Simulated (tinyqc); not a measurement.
Deal-Grove kinetics of thermal oxidation of silicon: one step, computed by the program tinyqc. Command: `OMP_NUM_THREADS=1 python tinyqc.py 3016716 3016717 out.jsonl oxide walk`. One thread of a shared host (Intel(R) Xeon(R) Processor @ 2.30GHz), about 0.03 s of CPU time with the checks.

Oxidant diffuses through the oxide and reacts at the interface, so that dx/dt = B/(A + 2x) for the oxide thickness x.

Problem. Thickness after the oxidation. tau = (x_i^2 + A x_i)/B and x = (A/2) [sqrt(1 + 4 B (t + tau)/A^2) - 1], the root of x^2 + A x = B (t + tau). Silicon consumed is 0.44 times the oxide grown; the rate is B/(A + 2x).

Inputs (values chosen for the exercise, close to those used for silicon): temperature T = 1050 C; initial oxide x_i = 0.05 um; time t = 0.84 h.

Ambient: steam. Surface: (111).

length A = 0.1461493 um

parabolic constant B = 0.4440625 um^2/h

Give: tau; oxide thickness x; silicon consumed; final growth rate.

Solution.

tau = 0.02209 h

oxide thickness x = 0.5500 um

silicon consumed = 0.2200 um

final growth rate = 0.3564 um/h

2x/A = 7.53: diffusion through the oxide limits the rate.
